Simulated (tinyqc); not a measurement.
Gate-all-around wire with two subbands, quantum capacitance: one step of the calculation.

phi is the Fermi level above the lowest subband edge, in volts; Vg is counted from the gate voltage at which an empty wire would have phi = 0. Both directions of motion are filled (equilibrium).

Question. Gate capacitance. Cox = 2 pi eps0 eox/ln(1 + tox/rw) per length.

Parameters, values chosen for the exercise:
- eox = 3.9 (relative permittivity of the gate insulator (close to silicon dioxide))
- tox = 6.5 nm (insulator thickness)
- rw = 2.2 nm (radius of the wire)

Constants: eps0 = 8.8541878128e-14 F/cm where lengths are in cm. Results are converted to the units shown.

Give: Cox.

Answer.

Cox = 1.5781 pF/cm

Program tinyqc, `OMP_NUM_THREADS=1 python tinyqc.py 2200006 2200007 out.jsonl`; Intel Xeon 2.30GHz, shared host, one thread, about 0.01 s.
